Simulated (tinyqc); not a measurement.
Two-dimensional dopant profile at a mask edge: lateral junction, overlap and effective channel length: one step, computed by the program tinyqc.

Ions enter for y < 0; the mask (spacer, then gate) covers y > 0. x is the depth. The surface reflects dopant during the anneal.

Question. Widths and vertical profile. Widths s_x^2 = (vertical straggle)^2 + 2 D t, s_y^2 = (lateral straggle)^2 + 2 D t. C(x, y) = V(x) (1/2) erfc(y/(sqrt2 s_y)), V(x) = Q/(sqrt(2 pi) s_x) [exp(-(x - R_p)^2/(2 s_x^2)) + exp(-(x + R_p)^2/(2 s_x^2))]; 1 nm = 1e-7 cm. The vertical junction far from the mask solves V(x) = C_B.

Inputs (values chosen for the exercise, modelled on a source-drain extension in silicon):

| quantity | value | unit |
|---|---|---|
| dose Q | 3.9e+14 | 1/cm^2 |
| projected range R_p | 53 | nm |
| vertical straggle | 23 | nm |
| lateral straggle | 17 | nm |
| anneal budget D t | 6.6e-12 | cm^2 |
| channel doping C_B | 2.3e+17 | 1/cm^3 |

Give: s_x; s_y; V at the surface; V at R_p; vertical junction x_j.

Answer.

s_x = 43 nm

s_y = 40.11 nm

V at the surface = 3.386e+19 1/cm^3

V at R_p = 3.792e+19 1/cm^3

vertical junction x_j = 189.8 nm
